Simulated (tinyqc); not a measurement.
Worked calculation: empirical pseudopotential in a few plane waves. One step of it, computed by the program tinyqc.

Question. Bloch Hamiltonian at k. Basis: the 15 shortest G (labels in 2 pi/a), the same at every k. H(G,G') = c |k + G|^2 delta + VS(|G-G'|^2) cos((G-G').tau) + i VA sin((G-G').tau), tau = a/8 (1,1,1); 1 Ry = 13.605693 eV.

Parameters chosen for this model: fcc lattice, atoms at +/- a/8 (1,1,1); form factors in rydberg at |G|^2 in units of (2 pi/a)^2:
```
parameter                 value      unit
a                      6.070000  angstrom
VS(3)                 -0.203000        Ry
VS(8)                  0.012000        Ry
VS(11)                 0.039000        Ry
VA(3)                         0        Ry
VA(4)                         0        Ry
VA(11)                        0        Ry
hbar^2/2m (2 pi/a)^2   4.082303        eV
```

k point k (2 pi / a): 0.190000  -0.200000  -0.160000

Give: H(k) at k.

Answer.

H(k) at k (eV):
```
         +0+0+0   -1-1-1   -1-1+1   -1+1-1   -1+1+1   +1-1-1   +1-1+1   +1+1-1
+0+0+0   0.4152   1.9530  -1.9530  -1.9530  -1.9530  -1.9530  -1.9530  -1.9530
-1-1-1   1.9530  14.0501   0.0000   0.0000  -0.1633   0.0000  -0.1633  -0.1633
-1-1+1  -1.9530   0.0000  11.4374   0.1633   0.0000   0.1633   0.0000   0.0000
-1+1-1  -1.9530   0.0000   0.1633  10.7842   0.0000   0.1633   0.0000   0.0000
-1+1+1  -1.9530  -0.1633   0.0000   0.0000   8.1715   0.0000   0.1633   0.1633
+1-1-1  -1.9530   0.0000   0.1633   0.1633   0.0000  17.1526   0.0000   0.0000
+1-1+1  -1.9530  -0.1633   0.0000   0.0000   0.1633   0.0000  14.5399   0.1633
+1+1-1  -1.9530  -0.1633   0.0000   0.0000   0.1633   0.0000   0.1633  13.8868
+1+1+1   1.9530   0.0000  -0.1633  -0.1633   0.0000  -0.1633   0.0000   0.0000
-2+0+0   0.0000  -1.9530  -1.9530  -1.9530   1.9530   0.3752  -0.3752  -0.3752
+0-2+0   0.0000  -1.9530  -1.9530   0.3752  -0.3752  -1.9530   1.9530  -0.3752
+0+0-2   0.0000  -1.9530   0.3752  -1.9530  -0.3752  -1.9530  -0.3752   1.9530
+0+0+2   0.0000  -0.3752   1.9530  -0.3752  -1.9530  -0.3752  -1.9530   0.3752
+0+2+0   0.0000  -0.3752  -0.3752   1.9530  -1.9530  -0.3752   0.3752  -1.9530
+2+0+0   0.0000  -0.3752  -0.3752  -0.3752   0.3752   1.9530  -1.9530  -1.9530

         +1+1+1   -2+0+0   +0-2+0   +0+0-2   +0+0+2   +0+2+0   +2+0+0
+0+0+0   1.9530   0.0000   0.0000   0.0000   0.0000   0.0000   0.0000
-1-1-1   0.0000  -1.9530  -1.9530  -1.9530  -0.3752  -0.3752  -0.3752
-1-1+1  -0.1633  -1.9530  -1.9530   0.3752   1.9530  -0.3752  -0.3752
-1+1-1  -0.1633  -1.9530   0.3752  -1.9530  -0.3752   1.9530  -0.3752
-1+1+1   0.0000   1.9530  -0.3752  -0.3752  -1.9530  -1.9530   0.3752
+1-1-1  -0.1633   0.3752  -1.9530  -1.9530  -0.3752  -0.3752   1.9530
+1-1+1   0.0000  -0.3752   1.9530  -0.3752  -1.9530   0.3752  -1.9530
+1+1-1   0.0000  -0.3752  -0.3752   1.9530   0.3752  -1.9530  -1.9530
+1+1+1  11.2741  -0.3752  -0.3752  -0.3752  -1.9530  -1.9530  -1.9530
-2+0+0  -0.3752  13.6418   0.1633   0.1633  -0.1633  -0.1633   0.0000
+0-2+0  -0.3752   0.1633  20.0102   0.1633  -0.1633   0.0000  -0.1633
+0+0-2  -0.3752   0.1633   0.1633  19.3571   0.0000  -0.1633  -0.1633
+0+0+2  -1.9530  -0.1633  -0.1633   0.0000  14.1317   0.1633   0.1633
+0+2+0  -1.9530  -0.1633   0.0000  -0.1633   0.1633  13.4785   0.1633
+2+0+0  -1.9530   0.0000  -0.1633  -0.1633   0.1633   0.1633  19.8469
```
